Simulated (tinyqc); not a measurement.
## One gate, two gates and a surrounding gate

Below threshold the potential that source and drain add obeys Laplace's equation, vanishes on the gates and decays along the channel as exp(-k y). The same ts (depleted depth over a conducting body, body thickness or wire diameter), ti and permittivities in three geometries; k is the smallest positive root of: one gate, f(k) = eps_r sin(k ti) cos(k ts) + ei cos(k ti) sin(k ts); two gates, f(k) = ei cos(k ti) cos(k ts/2) - eps_r sin(k ti) sin(k ts/2); wire, f(k) = ei J0(u)[J1(u) Y0(v) - Y1(u) J0(v)] - eps_r J1(u)[J0(u) Y0(v) - Y0(u) J0(v)], u = k ts/2, v = u + k ti. Parabolic estimates of l: sqrt((eps_r/ei) ts ti); sqrt((eps_r/(2 ei)) ts ti (1 + ei ts/(4 eps_r ti))); sqrt([2 eps_r ts^2 ln(1 + 2 ti/ts) + ei ts^2]/(16 ei)), in the same order.

Values chosen for this exercise; permittivities: semiconductor close to that of indium arsenide, insulator close to that of silicon nitride: relative permittivity of the semiconductor eps_r = 15; relative permittivity of the insulator ei = 7.22; insulator thickness ti = 2.3 nm; body thickness ts = 11.7 nm.

Scale lengths (nm):
```
,Lambda = pi/k,l = 1/k,l(parabolic)
one gate over a conducting body,15.70,4.997,7.477
two gates,20.19,6.427,6.713
wire,13.17,4.193,4.510
```

What do the numbers show?

The wire has the shortest scale length, 0.652 times that of the double gate; the single gate over a conducting body has 0.778 times it, its layer ending directly on a conductor where the double gate has a second insulator. The parabolic estimates are 50 % above, 4.5 % above and 7.6 % above the exact l, in the order of the rows.

Computed by the program tinyqc: `OMP_NUM_THREADS=1 python tinyqc.py 2420076 2420077 out.jsonl`, one thread of a shared Intel Xeon 2.30GHz, about 0.01 s for the whole run.
